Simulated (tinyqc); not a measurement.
Inside a calculation (part 2 of 2). Method: RHF in the 3-21g basis, for H3+, spin multiplicity 1. Computed by tinyqc, a small Python program that keeps every step (integrals from PySCF). Command: `OMP_NUM_THREADS=1 python tinyqc.py 29887 29888 out.jsonl` (the two numbers bound the seeds that draw the settings). One thread of a shared host (Intel(R) Xeon(R) Processor @ 2.60GHz), about 0.05 s of CPU time with the checks.

Geometry (angstrom):
```
atom       x       y        z
H     0.0000  0.0000   0.0000
H     0.0000  0.0000   0.7510
H     0.0000  0.5720  -0.5420
```

## Iteration 4: building the Fock matrix

D after iteration 3, order 1H 1s, 1H 2s, 2H 1s, 2H 2s, 3H 1s, 3H 2s:
$$\begin{pmatrix}
0.2575 & 0.2143 & 0.1664 & 0.0736 & 0.1606 & 0.0742 \\
0.2143 & 0.1784 & 0.1385 & 0.0613 & 0.1337 & 0.0618 \\
0.1664 & 0.1385 & 0.1075 & 0.0475 & 0.1037 & 0.0480 \\
0.0736 & 0.0613 & 0.0475 & 0.0210 & 0.0459 & 0.0212 \\
0.1606 & 0.1337 & 0.1037 & 0.0459 & 0.1001 & 0.0463 \\
0.0742 & 0.0618 & 0.0480 & 0.0212 & 0.0463 & 0.0214
\end{pmatrix}$$

core Hamiltonian H = T + V (hartree), order 1H 1s, 1H 2s, 2H 1s, 2H 2s, 3H 1s, 3H 2s:
$$\begin{pmatrix}
-1.5382 & -1.3452 & -0.9308 & -1.0407 & -0.8621 & -1.0100 \\
-1.3452 & -1.4903 & -0.9545 & -1.2436 & -0.9185 & -1.2219 \\
-0.9308 & -0.9545 & -1.2447 & -1.1674 & -0.1759 & -0.5018 \\
-1.0407 & -1.2436 & -1.1674 & -1.3207 & -0.4957 & -0.8424 \\
-0.8621 & -0.9185 & -0.1759 & -0.4957 & -1.2136 & -1.1508 \\
-1.0100 & -1.2219 & -0.5018 & -0.8424 & -1.1508 & -1.3098
\end{pmatrix}$$

nuclear repulsion = 1.750448 hartree

Given earlier and not repeated: Two-electron integrals (ij|kl) in chemists' order.

J_ij = sum D_kl (ij|kl), K_ij = sum D_kl (ik|jl); F = H + J - 0.5 K; E = tr D H + tr D J / 2 - 0.25 tr D K + E_nn.

Coulomb J (hartree), order 1H 1s, 1H 2s, 2H 1s, 2H 2s, 3H 1s, 3H 2s:
$$\begin{pmatrix}
1.6127 & 0.9339 & 0.5955 & 0.6882 & 0.5370 & 0.6656 \\
0.9339 & 1.0868 & 0.6072 & 0.8824 & 0.5771 & 0.8618 \\
0.5955 & 0.6072 & 1.2966 & 0.7764 & 0.0676 & 0.2905 \\
0.6882 & 0.8824 & 0.7764 & 0.9688 & 0.2849 & 0.5625 \\
0.5370 & 0.5771 & 0.0676 & 0.2849 & 1.2584 & 0.7570 \\
0.6656 & 0.8618 & 0.2905 & 0.5625 & 0.7570 & 0.9542
\end{pmatrix}$$

exchange K (hartree), order 1H 1s, 1H 2s, 2H 1s, 2H 2s, 3H 1s, 3H 2s:
$$\begin{pmatrix}
1.2692 & 1.0306 & 0.7339 & 0.8304 & 0.6840 & 0.8089 \\
1.0306 & 0.9421 & 0.6784 & 0.7738 & 0.6403 & 0.7561 \\
0.7339 & 0.6784 & 0.7065 & 0.6378 & 0.3373 & 0.4815 \\
0.8304 & 0.7738 & 0.6378 & 0.6752 & 0.4662 & 0.5922 \\
0.6840 & 0.6403 & 0.3373 & 0.4662 & 0.6493 & 0.5977 \\
0.8089 & 0.7561 & 0.4815 & 0.5922 & 0.5977 & 0.6495
\end{pmatrix}$$

Fock matrix F (hartree), order 1H 1s, 1H 2s, 2H 1s, 2H 2s, 3H 1s, 3H 2s:
$$\begin{pmatrix}
-0.5601 & -0.9266 & -0.7022 & -0.7677 & -0.6672 & -0.7489 \\
-0.9266 & -0.8746 & -0.6865 & -0.7481 & -0.6615 & -0.7381 \\
-0.7022 & -0.6865 & -0.3014 & -0.7099 & -0.2770 & -0.4521 \\
-0.7677 & -0.7481 & -0.7099 & -0.6895 & -0.4439 & -0.5761 \\
-0.6672 & -0.6615 & -0.2770 & -0.4439 & -0.2798 & -0.6926 \\
-0.7489 & -0.7381 & -0.4521 & -0.5761 & -0.6926 & -0.6803
\end{pmatrix}$$

total energy of this density = -1.220773 hartree

## Iteration 4: DIIS over 4 matrices

error matrix X^T (FDS - SDF) X:
$$\begin{pmatrix}
0.0000 & 0.0000 & 0.0000 & 0.0000 & 0.0000 & 0.0000 \\
0.0000 & 0.0000 & 0.0000 & 0.0000 & 0.0000 & 0.0000 \\
0.0000 & 0.0000 & 0.0000 & 0.0000 & 0.0000 & 0.0000 \\
0.0000 & 0.0000 & 0.0000 & 0.0000 & 0.0000 & 0.0000 \\
0.0000 & 0.0000 & 0.0000 & 0.0000 & 0.0000 & 0.0000 \\
0.0000 & 0.0000 & 0.0000 & 0.0000 & 0.0000 & 0.0000
\end{pmatrix}$$

B (overlaps of the stored error matrices):
$$\begin{pmatrix}
2.7296087e-01 & 3.2941566e-02 & 1.9105456e-04 & -5.3501303e-06 \\
3.2941566e-02 & 4.3247274e-03 & 8.7294491e-05 & 5.6729788e-07 \\
1.9105456e-04 & 8.7294491e-05 & 1.2308555e-05 & 2.7326871e-07 \\
-5.3501303e-06 & 5.6729788e-07 & 2.7326871e-07 & 1.7913175e-08
\end{pmatrix}$$

Minimise |sum c_i e_i|^2 with sum c_i = 1: solve [B -1; -1 0][c; lambda] = [0; -1] with B_ij = tr e_i^T e_j, and take F = sum c_i F_i.

DIIS coefficients: [-0.0028, 0.0242, -0.1528, 1.1314]

extrapolated F (hartree), order 1H 1s, 1H 2s, 2H 1s, 2H 2s, 3H 1s, 3H 2s:
$$\begin{pmatrix}
-0.5601 & -0.9266 & -0.7022 & -0.7678 & -0.6672 & -0.7489 \\
-0.9266 & -0.8746 & -0.6865 & -0.7481 & -0.6615 & -0.7381 \\
-0.7022 & -0.6865 & -0.3014 & -0.7099 & -0.2770 & -0.4521 \\
-0.7678 & -0.7481 & -0.7099 & -0.6895 & -0.4439 & -0.5761 \\
-0.6672 & -0.6615 & -0.2770 & -0.4439 & -0.2798 & -0.6926 \\
-0.7489 & -0.7381 & -0.4521 & -0.5761 & -0.6926 & -0.6803
\end{pmatrix}$$

## Iteration 4: diagonalisation and new density

X, order 1H 1s, 1H 2s, 2H 1s, 2H 2s, 3H 1s, 3H 2s:
$$\begin{pmatrix}
1.2958 & -0.5539 & -0.1569 & 0.0899 & -0.1330 & 0.0796 \\
-0.5539 & 3.0814 & -0.0104 & -1.2463 & -0.0177 & -1.1815 \\
-0.1569 & -0.0104 & 1.2736 & -0.4655 & 0.0572 & 0.0486 \\
0.0899 & -1.2463 & -0.4655 & 2.0011 & 0.0482 & 0.1848 \\
-0.1330 & -0.0177 & 0.0572 & 0.0482 & 1.2654 & -0.4649 \\
0.0796 & -1.1815 & 0.0486 & 0.1848 & -0.4649 & 1.9406
\end{pmatrix}$$

Diagonalise F' = X^T F X, C = X C', fill 1 alpha and 1 beta electrons from the bottom; D = 2 C_occ C_occ^T. Each column has its largest component positive (the first on a tie).

F' = X^T F X (hartree):
$$\begin{pmatrix}
0.2408 & -0.6572 & -0.4783 & -0.1074 & -0.4397 & -0.1103 \\
-0.6572 & 0.0667 & -0.1512 & -0.1986 & -0.1525 & -0.1935 \\
-0.4783 & -0.1512 & 0.3381 & -0.5719 & 0.0653 & -0.0633 \\
-0.1074 & -0.1986 & -0.5719 & -0.0104 & -0.0629 & -0.1272 \\
-0.4397 & -0.1525 & 0.0653 & -0.0629 & 0.3270 & -0.5675 \\
-0.1103 & -0.1935 & -0.0633 & -0.1272 & -0.5675 & -0.0161
\end{pmatrix}$$

orbital energies (hartree): MO1 -1.1532, MO2 -0.3220, MO3 -0.0113, MO4 0.5359, MO5 0.7026, MO6 1.1942

coefficients C, order 1H 1s, 1H 2s, 2H 1s, 2H 2s, 3H 1s, 3H 2s:
$$\begin{pmatrix}
0.3588 & -0.0092 & 0.2181 & -0.7585 & -0.0095 & -1.1361 \\
0.2985 & -0.0175 & 2.5865 & 1.6555 & 0.0113 & 1.7976 \\
0.2318 & -0.2797 & -0.0273 & -0.5808 & 0.8319 & 0.8410 \\
0.1026 & -0.6968 & -1.6960 & -0.1129 & -1.0612 & -1.1435 \\
0.2237 & 0.2873 & -0.0189 & -0.5193 & -0.9383 & 0.7471 \\
0.1035 & 0.7422 & -1.5771 & -0.1837 & 1.1321 & -1.0279
\end{pmatrix}$$

D after iteration 4, order 1H 1s, 1H 2s, 2H 1s, 2H 2s, 3H 1s, 3H 2s:
$$\begin{pmatrix}
0.2575 & 0.2143 & 0.1664 & 0.0736 & 0.1606 & 0.0743 \\
0.2143 & 0.1783 & 0.1384 & 0.0613 & 0.1336 & 0.0618 \\
0.1664 & 0.1384 & 0.1075 & 0.0476 & 0.1037 & 0.0480 \\
0.0736 & 0.0613 & 0.0476 & 0.0211 & 0.0459 & 0.0212 \\
0.1606 & 0.1336 & 0.1037 & 0.0459 & 0.1001 & 0.0463 \\
0.0743 & 0.0618 & 0.0480 & 0.0212 & 0.0463 & 0.0214
\end{pmatrix}$$

## Iteration 5 (converged): orbitals

converged F (hartree), order 1H 1s, 1H 2s, 2H 1s, 2H 2s, 3H 1s, 3H 2s:
$$\begin{pmatrix}
-0.5601 & -0.9266 & -0.7022 & -0.7677 & -0.6672 & -0.7489 \\
-0.9266 & -0.8746 & -0.6865 & -0.7481 & -0.6615 & -0.7381 \\
-0.7022 & -0.6865 & -0.3014 & -0.7099 & -0.2770 & -0.4521 \\
-0.7677 & -0.7481 & -0.7099 & -0.6895 & -0.4439 & -0.5761 \\
-0.6672 & -0.6615 & -0.2770 & -0.4439 & -0.2798 & -0.6926 \\
-0.7489 & -0.7381 & -0.4521 & -0.5761 & -0.6926 & -0.6803
\end{pmatrix}$$

As before.

F' = X^T F X (hartree):
$$\begin{pmatrix}
0.2408 & -0.6572 & -0.4783 & -0.1074 & -0.4397 & -0.1103 \\
-0.6572 & 0.0667 & -0.1512 & -0.1986 & -0.1525 & -0.1935 \\
-0.4783 & -0.1512 & 0.3381 & -0.5719 & 0.0653 & -0.0633 \\
-0.1074 & -0.1986 & -0.5719 & -0.0104 & -0.0629 & -0.1272 \\
-0.4397 & -0.1525 & 0.0653 & -0.0629 & 0.3270 & -0.5675 \\
-0.1103 & -0.1935 & -0.0633 & -0.1272 & -0.5675 & -0.0161
\end{pmatrix}$$

orbital energies (hartree): MO1 -1.1532, MO2 -0.3220, MO3 -0.0113, MO4 0.5359, MO5 0.7026, MO6 1.1942

coefficients C, order 1H 1s, 1H 2s, 2H 1s, 2H 2s, 3H 1s, 3H 2s:
$$\begin{pmatrix}
0.3588 & -0.0092 & 0.2182 & -0.7585 & -0.0095 & -1.1361 \\
0.2985 & -0.0175 & 2.5864 & 1.6555 & 0.0113 & 1.7976 \\
0.2318 & -0.2797 & -0.0273 & -0.5808 & 0.8319 & 0.8410 \\
0.1026 & -0.6968 & -1.6960 & -0.1129 & -1.0612 & -1.1435 \\
0.2237 & 0.2873 & -0.0189 & -0.5193 & -0.9383 & 0.7471 \\
0.1035 & 0.7422 & -1.5771 & -0.1838 & 1.1321 & -1.0279
\end{pmatrix}$$

D after iteration 5, order 1H 1s, 1H 2s, 2H 1s, 2H 2s, 3H 1s, 3H 2s:
$$\begin{pmatrix}
0.2575 & 0.2142 & 0.1664 & 0.0736 & 0.1606 & 0.0743 \\
0.2142 & 0.1783 & 0.1384 & 0.0613 & 0.1336 & 0.0618 \\
0.1664 & 0.1384 & 0.1075 & 0.0476 & 0.1037 & 0.0480 \\
0.0736 & 0.0613 & 0.0476 & 0.0211 & 0.0459 & 0.0212 \\
0.1606 & 0.1336 & 0.1037 & 0.0459 & 0.1001 & 0.0463 \\
0.0743 & 0.0618 & 0.0480 & 0.0212 & 0.0463 & 0.0214
\end{pmatrix}$$

## Convergence

Stop when the energy changes by less than 1e-08 hartree and every element of the error matrix X^T (F D S - S D F) X is below 3e-05.

Course of the cycle:
```
iteration  E (hartree)     change  largest element of the error matrix
1            -1.173060          -                             2.30e-01
2            -1.219944  -4.69e-02                             2.48e-02
3            -1.220771  -8.27e-04                             8.88e-04
4            -1.220773  -2.21e-06                             4.75e-05
5            -1.220773  -4.49e-09                             5.05e-06
```

PySCF RHF in the same basis = -1.220773 hartree

Converged in 5 iterations.

## Populations, bond orders and dipole

overlap S, order 1H 1s, 1H 2s, 2H 1s, 2H 2s, 3H 1s, 3H 2s:
$$\begin{pmatrix}
1.0000 & 0.6459 & 0.3940 & 0.4763 & 0.3602 & 0.4619 \\
0.6459 & 1.0000 & 0.4763 & 0.8315 & 0.4619 & 0.8162 \\
0.3940 & 0.4763 & 1.0000 & 0.6459 & 0.0441 & 0.2195 \\
0.4763 & 0.8315 & 0.6459 & 1.0000 & 0.2195 & 0.5200 \\
0.3602 & 0.4619 & 0.0441 & 0.2195 & 1.0000 & 0.6459 \\
0.4619 & 0.8162 & 0.2195 & 0.5200 & 0.6459 & 1.0000
\end{pmatrix}$$

Mulliken: Z minus the diagonal of D S on the atom; Loewdin: the same with S^(1/2) D S^(1/2); Mayer order: 2 sum_s sum (D(s) S)_ij (D(s) S)_ji over the two atoms.

Charges (e):
```
atom  Mulliken  Loewdin
1H     -0.1343   0.0155
2H      0.5562   0.4782
3H      0.5781   0.5063
```

Mayer bond orders:
```
pair   order
2-1   0.5034
3-1   0.4786
3-2   0.1872
```

dipole moment about the origin, x y z (debye): [0.0000, 1.5401, 0.4736]
